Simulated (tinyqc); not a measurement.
The integration grid: Kohn-Sham LDA (VWN5) on finer and finer grids in the sto-6g basis, for BeH2, spin multiplicity 1. Computed by the program tinyqc with PySCF. 

Geometry (angstrom):
```
atom       x        y       z
Be    0.0000   0.0000  0.0000
H     0.0000   1.3750  0.0000
H     0.0000  -1.3750  0.0000
```

Self-consistent on each grid; the net force on the molecule should vanish.

Kohn-Sham energy on Becke grids (radial x angular points per atom):
```
grid       points  residual of the electron count  E (hartree)  E - finest (mhartree)  largest net force without grid terms (hartree/bohr)
10 x 14       406                       -3.22e-03    -15.59765                9.02690                                             7.84e-16
15 x 26      1150                        9.86e-03    -15.60385                2.82456                                             5.27e-16
20 x 50      2972                       -7.29e-04    -15.60618                0.48987                                             1.09e-15
30 x 86      7700                       -1.67e-05    -15.60666                0.01133                                             4.79e-16
50 x 194    29032                        3.72e-06    -15.60668               -0.00256                                             4.90e-16
75 x 302    67800                       -3.78e-07    -15.60667                0.00032                                             3.93e-15
120 x 590  212046                       -4.64e-09    -15.60667                0.00000                                             2.10e-15
```

The energy is within 0.1 mhartree of the finest grid first at 30 x 86. The error has both signs, since quadrature is not variational. The net force vanishes by symmetry here, so only the electron count signals a poor grid.
